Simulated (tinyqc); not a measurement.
Sensitivity of the reflectance: thin-film optics by transfer matrices.

Indices N = n + i k. Snell: N0 sin(theta) = N_j sin(theta_j), with Im(N_j cos theta_j) >= 0. Admittance y_j = N_j cos theta_j for s and N_j/cos theta_j for p. Phase delta_j = 2 pi N_j cos theta_j d_j/lambda. Layer matrix [[cos delta, -i sin delta/y], [-i y sin delta, cos delta]], multiplied from the top down to M. (B, C) = M (1, y_sub); r = (y0 B - C)/(y0 B + C), R = |r|^2, T = 4 Re y0 Re y_sub/|y0 B + C|^2, absorbed in the films 1 - R - T.

Values chosen for the exercise (indices near those of Si3N4, SiO2 on Si; the results hold for these values, not for the real material):
- lam = 193 nm (vacuum wavelength)
- n0 = 1 (ambient index)
- n = (2.64, 1.561, 0.894) (n of Si3N4, SiO2, substrate)
- k = (0.265, 0, 2.902) (k in the same order)
- d = (137, 11.5) nm (thicknesses, top first)
- theta = 75 degrees (angle of incidence)

R for both polarisations.

One parameter was then changed.

Results before and after:
```
case,R_s,R_p,T_s
base,0.6784,0.0125,0.0058
changed,0.7689,0.0925,0.0041
```

Which of these changes was made? (a) theta = 80 degrees; (b) lam = 198 nm; (c) d = (142, 11.5) nm; (d) k = (0.265, 0, 3.202); (e) n = (2.693, 1.561, 0.894).

Answer: (a) theta = 80 degrees. Of the candidates, run in turn, only this one gives the changed row.

All candidates:
```
case,R_s,R_p,T_s
base,0.6784,0.0125,0.0058
"d = (142, 11.5) nm",0.6893,0.0118,0.0051
"n = (2.693, 1.561, 0.894)",0.6953,0.0084,0.0055
"k = (0.265, 0, 3.202)",0.6775,0.0131,0.0052
lam = 198 nm,0.6609,0.0199,0.0065
theta = 80 degrees,0.7689,0.0925,0.0041
```

Run: tinyqc, `OMP_NUM_THREADS=1 python tinyqc.py 1681192 1681193 out.jsonl`; Intel(R) Xeon(R) Processor @ 2.30GHz, one thread, shared host; about 0.01 s of CPU time with all checks.
